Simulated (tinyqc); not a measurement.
Thickness of the film: ellipsoidal valleys in the axes of a wafer and a channel.

Valleys with axes a along x, y and z, two valleys each; inverse mass tensor w = 1/mt + (1/ml - 1/mt) a a. Device axes: z = nz/|nz|, x = nx/|nx|, y = z cross x; in them a = (ax, ay, az). Confinement mass mz = 1/w_zz. In the plane w_ij is replaced by u_ij = w_ij - w_iz w_jz/w_zz (i, j = x, y); density-of-states mass md = 1/sqrt(det u); conductivity mass along x mc = 1/u_xx; ballistic transport mass mx = u_yy/det u, width mass my = 1/u_yy.

Hard walls: E_n = c (n pi/t)^2/mz, c = hbar^2/2m0, n = 1, 2, 3. Non-degenerate share of a valley proportional to md sum_n exp(-E_n/kT); mean 1/mc = sum of share/mc. 1 nm = 10 angstrom.

Constants: hbar^2/2m0 = 3.80998211 eV angstrom^2; kB = 8.617333262e-05 eV/K.

Inputs chosen for the exercise (near those of the Delta valleys of Si; not measured data):
- ml = 0.908 m0 (longitudinal mass)
- mt = 0.185 m0 (transverse mass)
- nz = (0, 0, 1) (surface normal (confinement))
- nx = (1, 1, 0) (channel direction)
- T = 400 K (temperature)

Share of the lowest ladder and mean conductivity mass.

Results:
```
t (nm)  lowest E1 (meV)  spread of E1 (meV)  share of the lowest ladder  mean mc
2.0               103.5               404.6                       1.000   0.1850
4.0                25.9               101.2                       0.825   0.1989
5.0                16.6                64.7                       0.650   0.2150
7.0                 8.5                33.0                       0.481   0.2331
10.0                4.1                16.2                       0.389   0.2445
14.0                2.1                 8.3                       0.319   0.2538
```

Give the missing row, t (nm) = 3.0.

Computed row:
```
t (nm)  lowest E1 (meV)  spread of E1 (meV)  share of the lowest ladder  mean mc
3.0                46.0               179.8                       0.977   0.1867
```

The spread falls as 1/t^2 and passes kT = 34.5 meV between t = 5 and 7 nm; the share of the lowest ladder goes from 1.000 to 0.319 and the mean mass goes from 0.1850 to 0.2538, against 0.2518 for equal shares, the limit of a thick film (the bulk value 3/(1/ml + 2/mt) is 0.2518). Three subbands a valley become too few once E3 nears kT.

(tinyqc, `OMP_NUM_THREADS=1 python tinyqc.py 1880299 1880300 out.jsonl`, Intel(R) Xeon(R) Processor @ 2.30GHz, 1 thread, shared host, about 0.01 s.)
